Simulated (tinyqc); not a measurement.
Worked calculation: Gamma, L and X subbands of a thin body with non-parabolic valleys. Values are carried at full precision from step to step, so a last printed digit may differ when a step is redone from the rounded ones.

Hard walls, flat band, c = hbar^2/2m0, energies from the bulk Gamma edge. For a valley at angle theta to the normal 1/m_z = cos^2/ml + sin^2/mt and m_d = sqrt(ml mt^2/m_z). Subband n starts at E_v + e with e (1 + a e) = c (n pi/t)^2/m_z, and its density-of-states mass is taken as m_d (1 + 2 a e), without further growth at higher in-plane energy. Groups are named by valley and degeneracy.

Constants: hbar^2/2m0 = 3.80998211 eV angstrom^2; kB = 8.617333262e-05 eV/K.

Values chosen for the exercise (near those of a thin GaSb channel; not measured data):

| symbol | value | unit | meaning |
|---|---|---|---|
| face | 111 |  | surface |
| mG | 0.0393 | m0 | Gamma mass |
| aG | 1.15 | 1/eV | Gamma non-parabolicity |
| EL | 0.062 | eV | L edge above Gamma |
| mL | (1.296, 0.103) | m0 | L valleys (four, along <111>): ml, mt |
| EX | 0.338 | eV | X edge above Gamma |
| mX | (1.5, 0.218) | m0 | X valleys (three, along <100>): ml, mt |
| aS | 0.35 | 1/eV | non-parabolicity of L and X |
| t | 86 | angstrom | body thickness |
| Ns | 4.9 | x 1e12/cm^2 | sheet density |
| T | 300 | K | temperature |
| eot | 10 | angstrom | equivalent oxide thickness |

## Valley groups

List degeneracy, edge, m_z, m_d and a.

Groups:

| group | g | E_v (eV) | m_z | m_d | a (1/eV) |
|---|---|---|---|---|---|
| G1 | 1 | 0.000 | 0.0393 | 0.0393 | 1.15 |
| L1 | 1 | 0.062 | 1.2960 | 0.1030 | 0.35 |
| L3 | 3 | 0.062 | 0.1147 | 0.3462 | 0.35 |
| X3 | 3 | 0.338 | 0.3048 | 0.4836 | 0.35 |

## Subband edges

n = 1 to 8 for each group; list the ten lowest.

Subbands:

| subband | g | E (eV) | DOS mass |
|---|---|---|---|
| L1 n=1 | 1 | 0.0659 | 0.1033 |
| L1 n=2 | 1 | 0.0776 | 0.1041 |
| L1 n=3 | 1 | 0.0969 | 0.1055 |
| L3 n=1 | 3 | 0.1056 | 0.3567 |
| G1 n=1 | 1 | 0.1143 | 0.0496 |
| L1 n=4 | 1 | 0.1234 | 0.1074 |
| L1 n=5 | 1 | 0.1569 | 0.1098 |
| L1 n=6 | 1 | 0.1969 | 0.1127 |
| L3 n=2 | 3 | 0.2294 | 0.3867 |
| L1 n=7 | 1 | 0.2428 | 0.1160 |

The lowest subband is L1 n=1, 12 meV below L1 n=2; in the bulk the lowest valley is Gamma.

## Filling and quantum capacitance

n_i = g m/(2 pi c) kB T ln(1 + exp((EF - E_i)/kB T)), sum n_i = Ns (1e12/cm^2 = 1e-4/angstrom^2), c = hbar^2/2m0. Quantum capacitance Cq = 1602.176634 sum g m/(2 pi c) f_i in microfarad/cm^2 with f_i = 1/(1 + exp((E_i - EF)/kB T)); Cox = 34.5313/eot (one gate); C/Cox = Cq/(Cq + Cox), the centroid term left out.

Over the ten listed subbands, named by valley (G, L, X), degeneracy and number.

EF = 0.0710 eV

n_i in the order of the list (1e12/cm^2): 0.889  0.646  0.357  2.692  0.092  0.144  0.042  0.009  0.027  0.002

Cq = 25.48 microfarad/cm^2
Cox = 3.453 microfarad/cm^2
C/Cox = 0.881

EF lies 5 meV above the lowest edge; Gamma holds 2 % of the electrons. The density of states is ample: only 12 % of the gate capacitance is lost.

## Checks

- Cq against the slope dNs/dEF by finite differences, microfarad/cm^2: both 25.48.

tinyqc: `OMP_NUM_THREADS=1 python tinyqc.py 1251154 1251155 out.jsonl`; about 0.02 s, one thread, shared Intel(R) Xeon(R) Processor @ 2.30GHz.
